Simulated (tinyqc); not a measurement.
# Worked calculation: input admittance of a MOSFET at zero drain bias: distributed channel and distributed gate

Numbers from tinyqc (`OMP_NUM_THREADS=1 python tinyqc.py 2262190 2262191 out.jsonl`; about 0.01 s on one thread of a shared Intel Xeon 2.30GHz). Printed values are rounded.

Source and drain grounded, strong inversion, w = 2 pi f, Cox = eps0 eox/tox. The channel is an RC line of resistance 1/(mu Cox Vo) per square fed from both ends, so one finger has the intrinsic admittance y = i w Cox L tanh(g)/g per width, g = (1/2) sqrt(i w tau), tau = L^2/(mu Vo). The vertical resistance rv/L is in series with y, the overlaps 2 i w Cov in parallel: y_t = 1/(1/y + rv/L) + 2 i w Cov. The gate strip is a line of Rsh/L per length loaded by y_t, so a finger has Y = y_t Wf tanh(k)/k, k = (Wf/sd) sqrt(y_t Rsh/L); the device has Nf Y.

Values chosen for this exercise; values of the order met in silicon radio-frequency transistors:
- eox = 3.9 (relative permittivity of the gate insulator (close to silicon dioxide))
- tox = 2.6 nm (insulator thickness)
- L = 0.27 um (channel length)
- Wf = 2.3 um (finger width)
- Nf = 1 (number of fingers)
- mu = 350 cm^2/(V s) (channel mobility)
- Vo = 0.58 V (gate overdrive)
- Rsh = 34 ohm/square (sheet resistance of the gate)
- rv = 0 ohm um^2 (vertical resistivity of the gate stack)
- sd = 2 (number of ends at which a finger is contacted)
- Cov = 0.34 fF/um (overlap and fringe capacitance on each side)
- f = 99 GHz (frequency)

Constants: eps0 = 8.8541878128e-14 F/cm where lengths are in cm. Results are converted to the units shown.

## Low-frequency resistances and capacitance

Low-frequency limits, with c = Cox L and ct = c + 2 Cov: R_strip = Rsh Wf/(3 sd^2 L Nf), R_ch = (c/ct)^2 L/(12 mu Cox Vo Wf Nf), R_vert = (c/ct)^2 rv/(L Wf Nf), C = ct Wf Nf.

parts (ohm): strip 24.13580, channel 25.63867, vertical 0
sum = 49.77447 ohm
C = 9.811676 fF
1/(2 pi R C) = 325.8894 GHz

The channel term is the largest, 51.5 % of the sum.

## Admittance of the channel and stack per width

tau, g, c = Cox L, y and y_t as defined.

tau = 3.591133 ps
g = 0.5284188+0.5284188i
c = 3.585946 fF/um
y = 395.281+2142.345i uS/um
y_t = 395.281+2565.329i uS/um

w tau = 2.23, and Im y is 0.960 of w c.

## Input impedance of the device

k and Y as defined; Z = 1/(Nf Y) = R + 1/(i w C); Q = |Im Z|/R; signal at the point farthest from a contact |1/cosh k|.

k = 0.4990457+0.4280393i
Nf Y = 1.645795+5.525510i mS
R = 49.51263 ohm
C = 9.671021 fF
Q = 3.357350
signal at the far point = 0.9542774

R is 0.53 % below its low-frequency limit and C is 1.4 % below its own.
